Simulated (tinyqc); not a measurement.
Gated graphene: carriers, quantum capacitance and optical conductivity: one step. Chemical potential at the gate voltage. Two cases, with inputs chosen for the exercise.

Task: Solve the gate equation for mu.

Cones E = +/- hv |k|, four flavours, D(E) = 2|E|/(pi hv^2). n = (2/pi)(kT/hv)^2 F_1(mu/kT), p = (2/pi)(kT/hv)^2 F_1(-mu/kT), in 1/angstrom^2 (1e16 for 1/cm^2); F_1(eta) = integral_0^infinity x dx/(1 + exp(x - eta)). Cq/e^2 = d(n - p)/d mu = (2 kT/(pi hv^2)) ln(2 + 2 cosh(mu/kT)).

Gate: V = mu/e + e (n - p)/Cox with Cox/e^2 = k/(4 pi e2 t), t in angstrom, e2 = e^2/(4 pi eps0); 1/(eV angstrom^2) in C/e^2 equals 1602.176634 microfarad/cm^2; total 1/C = 1/Cox + 1/Cq.

Constants: kB = 8.617333262e-05 eV/K; e^2/(4 pi eps0) = 14.39964547 eV angstrom.

Case 1.

Values chosen (Fermi velocity near that of graphene, gate dielectric near SiO2; shifted at random, so the results belong to these values and not to a real crystal): hv = 7.05 eV angstrom (hbar vF); T = 300 K; k = 3.75 (dielectric constant of the gate layer); t = 10 nm (its thickness); V = -1.05 V (gate voltage from the neutrality point).

Case 2.

Values chosen (Fermi velocity near that of graphene, gate dielectric near SiO2; shifted at random, so the results belong to these values and not to a real crystal): hv = 6.97 eV angstrom (hbar vF); T = 77 K; k = 3.89 (dielectric constant of the gate layer); t = 285 nm (its thickness); V = -22.87 V (gate voltage from the neutrality point).

Give: Cox; mu; n; p.

Result:

Case 1.

Cox = 0.3320 microfarad/cm^2
mu = -0.1628 eV
n = 1.57e+08 1/cm^2
p = 1.84e+12 1/cm^2

mu takes 15.5 % of the gate voltage; the zero-temperature rule |mu| = hv sqrt(pi |n - p|) gives 0.1694 eV.

Case 2.

Cox = 0.01209 microfarad/cm^2
mu = -0.1612 eV
n = 0.161 1/cm^2
p = 1.71e+12 1/cm^2

mu takes 0.7 % of the gate voltage; the zero-temperature rule |mu| = hv sqrt(pi |n - p|) gives 0.1617 eV.

Computed by tinyqc, one run a case: `OMP_NUM_THREADS=1 python tinyqc.py N N+1 out.jsonl` with N = 1651232, 1651299; one thread of a shared Intel(R) Xeon(R) Processor @ 2.30GHz, about 0.01 s a run at most.
